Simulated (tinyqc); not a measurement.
What moves the results: tunnelling through a thin dielectric with one trap, as a tight-binding chain. A value that a table varies takes the place of the one given here.

Hopping -t everywhere, t = c/(m a^2), c = hbar^2/2m0; lead sites at 2t (band bottom 0), barrier sites 1 to N at 2t + phi, and site j has U besides. No voltage. Leads give S = -t exp(ika) on sites 1 and N, cos(ka) = 1 - E/(2t). T = (2 t sin(ka))^2 |G_1N|^2, G = (E - H - S)^-1. In the barrier cosh(q a) = 1 + (phi - E)/(2t).

Resonance: the lowest eigenvalue of H + S(E), iterated until its real part equals E (40 rounds from Eb = phi + 2t - sqrt(4t^2 + U^2), the level in an endless barrier). With v the normalised squared amplitudes of that state, Gamma_L = 2 t sin(ka) v_1, Gamma_R = 2 t sin(ka) v_N; Breit-Wigner T = Gamma_L Gamma_R/((E - Er)^2 + (Gamma_L + Gamma_R)^2/4).

Constants: hbar^2/2m0 = 3.80998211 eV angstrom^2.

Parameters, chosen for this exercise (barrier and mass of the size used for Si3N4 on silicon; shifted at random, so the results belong to these values and not to a real crystal):
```
symbol  value  unit      meaning
a       2.5    angstrom  site spacing
m       0.48   m0        mass, the same in leads and barrier
phi     1.99   eV        conduction edge of the barrier above that of the leads
N       11               barrier sites
j       7                site of the trap
U       -3.09  eV        extra energy on the trap site
E       0.56   eV        electron energy
```

## Transmission around the level

Er = 0.52996 eV

widths (meV): left 0.0072540, right 0.44040

Energies Er + x (Gamma_L + Gamma_R).

T:
```
x     E (eV)     chain  Breit-Wigner   no trap
-8.0  0.5264  0.000242      0.000248  5.45e-10
-3.0  0.5286   0.00171       0.00172  5.55e-10
-1.0  0.5295    0.0127        0.0128  5.59e-10
-0.5  0.5297    0.0318        0.0319  5.60e-10
0.0   0.5300    0.0638        0.0638  5.61e-10
0.5   0.5302    0.0319        0.0319  5.62e-10
1.0   0.5304    0.0128        0.0128  5.63e-10
3.0   0.5313   0.00174       0.00172  5.67e-10
8.0   0.5335  0.000254      0.000248  5.77e-10
```

How do the results move?

At Er the chain gives 0.0638, 1.14e+08 times the value without trap, and Breit-Wigner 0.0638. In the wings the single pole gives 1.02 times the chain value at x = -8 and 0.975 times at x = 8, because the widths and the level shift change with energy.

## Where a trap does most harm

The trap is moved through the barrier. The area under the resonance, 2 pi Gamma_L Gamma_R/(Gamma_L + Gamma_R), sets the current through it.

Against position:
```
j  Er (eV)  Gamma_L (meV)  Gamma_R (meV)      peak  area (meV)
3   0.5253           26.4       0.000116  1.76e-05    0.000731
4   0.5295           3.42       0.000928   0.00108     0.00583
5   0.5300          0.440        0.00725    0.0638      0.0448
6   0.5300         0.0565         0.0565      1.00       0.178
7   0.5300        0.00725          0.440    0.0638      0.0448
8   0.5295       0.000928           3.42   0.00108     0.00583
9   0.5253       0.000116           26.4  1.76e-05    0.000731
```

What can be read from the table?

The area is largest at j = 6 (0.178 meV) and 243 times smaller at j = 3: the slower of the two steps limits the current, so traps in the middle carry most. Each site towards a lead multiplies its width by about 7.79, close to exp(2 q a) = 7.79 at Eb.

## Direct against trap-assisted paths

N odd, the trap in the middle, j = (N + 1)/2. Direct T is that without trap at the energy Er; area = 2 pi Gamma_L Gamma_R/(Gamma_L + Gamma_R). The exponents are the slopes of the logarithms between the last two rows, per angstrom.

Against thickness:
```
N   N a (angstrom)  Er (eV)  direct T  area (meV)
5             12.5   0.5200  0.000121        82.1
7             17.5   0.5289  2.06e-06        10.7
9             22.5   0.5299  3.40e-08        1.38
11            27.5   0.5300  5.61e-10       0.178
13            32.5   0.5300  9.24e-12      0.0228
15            37.5   0.5300  1.52e-13     0.00293
17            42.5   0.5300  2.51e-15    0.000376
```

exponents (1/angstrom): direct 0.8212, through the trap 0.4106

What can be read from the table?

The direct path falls as exp(-0.821 d) and the path through a central trap as exp(-0.411 d), 2.00 times more slowly, since each step crosses half the layer. From 5 to 17 sites the first loses 10.7 decades and the second 5.3: in thicker layers even few traps rule the leakage. Inelastic capture with phonons is left out.

## What each parameter does

Resonance and log10 T at E. Each row changes one parameter from the base and keeps the others.

Results:
```
case           Er (eV)  Gamma_L (meV)  Gamma_R (meV)  log10 T
base            0.5300       0.007254         0.4404   -5.361
m = 0.442 m0    0.6062        0.01618         0.7645   -5.371
phi = 2.09 eV   0.6300       0.007448         0.4522   -6.365
N = 12          0.5300       0.007257        0.05654   -6.242
j = 6           0.5300        0.05654        0.05654   -5.359
U = -2.997 eV   0.6014       0.009662         0.5341   -5.644
```

What can be read from the table?

The largest shifts from the base row, up to three for each result and ties (the steps differ in size, so this ranks the rows, not the parameters). Er (eV): phi +0.1000, m +0.0762, U +0.0714; unchanged at the printed digits by N and j. Gamma_L (meV): j +0.0493, m +0.00892, U +0.00241. Gamma_R (meV): j -0.384, N -0.384, m +0.324. log10 T: phi -1.005, N -0.881, U -0.283.

tinyqc: `OMP_NUM_THREADS=1 python tinyqc.py 1451680 1451681 out.jsonl`; about 0.1 s, one thread, shared Intel(R) Xeon(R) Processor @ 2.30GHz.
